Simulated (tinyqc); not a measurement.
# Fully depleted semiconductor-on-insulator film with two gates, non-linear Poisson equation by Newton steps: what changes with what

One dimension across the film, front interface at x = 0, back interface at x = ts. psi is counted from the intrinsic level, n = ni exp(psi/Vt) (source grounded), holes neglected, acceptors ionised. Gates act through Cox = eps0 eox/tox and Cbox = 3.9 eps0/tb with potentials G1 = Vg - (phiM - chi - Vt ln(Nc/ni)) and G2 = Vb - (phiB - chi - Vt ln(Nc/ni)). Classical Boltzmann densities, no interface charge, no depletion in the back plane.

Parameters, values chosen for the exercise; band and dielectric values close to those of silicon:
```
symbol    value   unit                                                                 meaning
T           300      K                                                             temperature
Eg         1.14     eV                                                                band gap
eps_r      11.5                                                          relative permittivity
Nc      2.75e19  cm^-3                                  conduction-band density of states at T
Nv      2.62e19  cm^-3                                     valence-band density of states at T
chi        4.02     eV                                                       electron affinity
eox         3.9         relative permittivity of the gate insulator (close to silicon dioxide)
tox         4.2     nm                                                     insulator thickness
ts           15     nm                                                          film thickness
tb           48     nm                                      buried-oxide thickness (eps_r 3.9)
Na         1e15  cm^-3                                            acceptor density of the film
phiM       4.33     eV                                         work function of the front gate
phiB       4.07     eV                                         work function of the back plane
Vb            0      V                                                       back-gate voltage
```

Constants: q = 1.602176634e-19 C, kB = 1.380649e-23 J/K, Vt = kB T/q, eps0 = 8.8541878128e-14 F/cm where lengths are in cm. Results are converted to the units shown.

Each table varies one quantity; the others keep the values above.

## Charge against front-gate voltage

ni = sqrt(Nc Nv) exp(-Eg/(2 Vt)), Eg in volts. The Poisson equation eps0 eps_r d2psi/dx2 = q (n + Na), with -eps0 eps_r dpsi/dx = Cox (G1 - psi) at x = 0 and eps0 eps_r dpsi/dx = Cbox (G2 - psi) at x = ts, is solved on 300 equal intervals with half boxes at both ends; N_inv is the trapezoid sum of n. Swing = ln 10/(d ln N_inv/dVg); the last column is (dN_inv/dVb)/(dN_inv/dVg).

Charge against front-gate voltage:

| Vg (V) | psi front (V) | psi back (V) | N_inv (cm^-2) | centroid/ts | swing (mV/decade) | q dN_inv/dVg over Cox | back/front leverage |
|---|---|---|---|---|---|---|---|
| -0.23 | 0.0663 | 0.110 | 3.60e5 | 0.634 | 68.4 | 2.36e-6 | 0.149 |
| -0.08 | 0.205 | 0.235 | 5.68e7 | 0.595 | 68.2 | 3.74e-4 | 0.144 |
| 0.07 | 0.343 | 0.359 | 8.43e9 | 0.551 | 73.2 | 0.0517 | 0.139 |
| 0.22 | 0.446 | 0.432 | 2.17e11 | 0.454 | 192 | 0.508 | 0.122 |
| 0.37 | 0.498 | 0.449 | 7.12e11 | 0.337 | 432 | 0.739 | 0.106 |
| 0.52 | 0.528 | 0.454 | 1.32e12 | 0.261 | 711 | 0.835 | 0.0977 |
| 0.67 | 0.549 | 0.456 | 1.99e12 | 0.213 | 1.01e3 | 0.882 | 0.0937 |
| 0.82 | 0.564 | 0.457 | 2.68e12 | 0.180 | 1.32e3 | 0.910 | 0.0914 |
| 0.97 | 0.577 | 0.458 | 3.38e12 | 0.156 | 1.64e3 | 0.927 | 0.0900 |

What does the comparison show?

N_inv passes 1e11 cm^-2 at Vg = 0.167 V. The swing starts at 68.4 mV a decade, against (1 + k) Vt ln 10 = 64.2 for a front channel with k = Cs Cbox/(Cox (Cs + Cbox)) = 0.0791, Cs = eps0 eps_r/ts; above threshold this column is no longer a subthreshold swing. The centroid falls from 0.634 to 0.156 of ts and the leverage of the back gate falls from 0.149 to 0.0900. For Vg = 0.67, 0.82, 0.97 the density at an interface exceeds 0.3 Nc, where Boltzmann statistics fail. For Vg = 0.82, 0.97 the classical centroid lies within 3 nm of an interface, where confinement, left out, would push it away.

## Threshold and coupling against the acceptor density of the film

VT is the Vg for N_inv = 1e11 cm^-2; -dVT/dVb from the linearised equation. Limits with Cs = eps0 eps_r/ts: front channel Cs Cbox/(Cox (Cs + Cbox)), back channel Cbox (Cox + Cs)/(Cox Cs). Swing at N_inv = 1e8 cm^-2.

The same in every row: front-channel limit = 0.0791; back-channel limit = 0.193.

Results:

| Na (cm^-3) | VT (V) | centroid/ts at VT | -dVT/dVb | swing (mV/decade) |
|---|---|---|---|---|
| 1e15 | 0.167 | 0.497 | 0.130 | 68.2 |
| 3e15 | 0.168 | 0.496 | 0.130 | 68.1 |
| 9e15 | 0.171 | 0.493 | 0.130 | 68.1 |
| 3e16 | 0.179 | 0.482 | 0.128 | 68.1 |
| 2e17 | 0.244 | 0.388 | 0.118 | 67.4 |
| 7e17 | 0.418 | 0.165 | 0.0960 | 65.5 |
| 2e18 | 0.812 | 0.0421 | 0.0835 | 64.6 |

Estimate the missing row, Na = 8e16 cm^-3.

Computed row:

| Na (cm^-3) | VT (V) | centroid/ts at VT | -dVT/dVb | swing (mV/decade) |
|---|---|---|---|---|
| 8e16 | 0.198 | 0.455 | 0.125 | 67.9 |

With this row back in the table: As Na goes from 1e15 to 2e18, VT rises from 0.167 to 0.812 V, the centroid falls from 0.497 to 0.0421 of ts and -dVT/dVb falls from 0.130 to 0.0835. The coupling covers 44.5 % of the way from the front-channel to the back-channel limit in the first row and 3.80 % in the last.

tinyqc, about 0.5 s, one thread, Intel Xeon 2.30GHz (shared host): `OMP_NUM_THREADS=1 python tinyqc.py 2190113 2190114 out.jsonl`
